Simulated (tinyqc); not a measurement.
Surface segregation during layer-by-layer epitaxy: two-layer exchange kinetics and the shape of quantum wells and delta layers. Inputs raised by 2 %, one at a time. Computed by tinyqc, a small Python program. Command: `OMP_NUM_THREADS=1 python tinyqc.py 3025493 3025494 out.jsonl mbeseg sens`. One thread of a shared host (Intel(R) Xeon(R) Processor @ 2.30GHz), about 0.01 s of CPU time with the checks.

Atoms A and B exchange only between the growing layer and the one below it. B is supplied for N layers, then pure A follows.

Inputs (values chosen for the exercise, close to those used for antimony in silicon):
```
quantity,value,unit
barrier E1 for B to move up,1.87,eV
segregation energy E_s,0.53,eV
attempt frequency nu,10,THz
growth rate G,0.12,layers/s
share x0 of B in the flux during the well,0.16,-
layers in the well N,2,-
layer thickness,1.36,angstrom
temperature T,380,C
```

Constants: k_B = 8.617333262e-05 eV/K.

Method:
- p1 = nu exp(-E1/(k_B T)) (B up, A down), p2 = nu exp(-(E1 + E_s)/(k_B T)) (B down); time per layer tau = 1/G; K = p1/p2.
- Temperatures in kelvin are T(C) + 273.15.
- Dilute equilibrium share passed up per layer R_eq = K/(1 + K).
- Each layer is deposited complete with B share x_dep and then exchanges for the time tau = 1/G with the layer below, whose share is b (total c = s + b fixed): ds/dt = p1 b (1 - s) - p2 s (1 - b), s(0) = x_dep. With the roots s1 < s2 of the right side, (s - s1)/(s - s2) = [(s(0) - s1)/(s(0) - s2)] exp(-(p1 - p2)(s2 - s1) tau). The lower layer is then buried with c - s, and s becomes the b of the next layer.
- In the dilute tail each layer passes up the share R = R_eq (1 - exp(-(p1 + p2) tau)); decay length = -layer thickness/ln R.
- Index 0 is the last layer of pure A below the well. Share of B outside the intended layers 1..N = 1 - (sum over 1..N)/(N x0).

Runs:
```
input moved,from,to,share passed up R,decay length (angstrom),peak share (largest buried share),share of B outside the well
base run,-,-,0.26672,1.0291,0.14492,0.15958
barrier E1 for B to move up (eV),1.87,1.9074,0.14754,0.7107,0.15364,0.08189
segregation energy E_s (eV),0.53,0.5406,0.26672,1.0291,0.14492,0.15958
attempt frequency nu (THz),10,10.2,0.27126,1.0424,0.14452,0.16273
growth rate G (layers/s),0.12,0.1224,0.26225,1.0161,0.14530,0.15648
share x0 of B in the flux during the well,0.16,0.1632,0.26672,1.0291,0.14774,0.15939
```

Exponents ln(y'/y) / ln(x'/x):
```
input,share passed up R,decay length,peak share (largest buried share),share of B outside the well
barrier E1 for B to move up,-29.901,-18.695,2.954,-33.688
segregation energy E_s,0.000,0.000,0.000,0.000
attempt frequency nu,0.851,0.648,-0.137,0.989
growth rate G,-0.854,-0.642,0.133,-0.990
share x0 of B in the flux during the well,0.000,0.000,0.973,-0.058
```

Which inputs matter most for each result?

Among the inputs moved here: share passed up R answers most in size to barrier E1 for B to move up (exponent -29.901), next to growth rate G (-0.854); its exponent is below 0.0005 for segregation energy E_s, share x0 of B in the flux during the well. Its exponent 0.000 in share x0 of B in the flux during the well: R describes the dilute tail. Decay length answers most in size to barrier E1 for B to move up (exponent -18.695), next to attempt frequency nu (+0.648); its exponent is below 0.0005 for segregation energy E_s, share x0 of B in the flux during the well. Peak share (largest buried share) answers most in size to barrier E1 for B to move up (exponent +2.954), next to share x0 of B in the flux during the well (+0.973); its exponent is below 0.0005 for segregation energy E_s. Its exponent +0.973 in share x0 of B in the flux during the well: the peak share follows x0. Share of B outside the well answers most in size to barrier E1 for B to move up (exponent -33.688), next to growth rate G (-0.990); its exponent is below 0.0005 for segregation energy E_s.

Caution (all rows): a decay length below one layer thickness is only formal. Caution (all rows): two-layer exchange with complete layers is a simplification that can understate segregation at low temperature; desorption, step-edge exchange and surfactants are left out.

Extremes, crossings and ranges named in words are read from the listed rows.
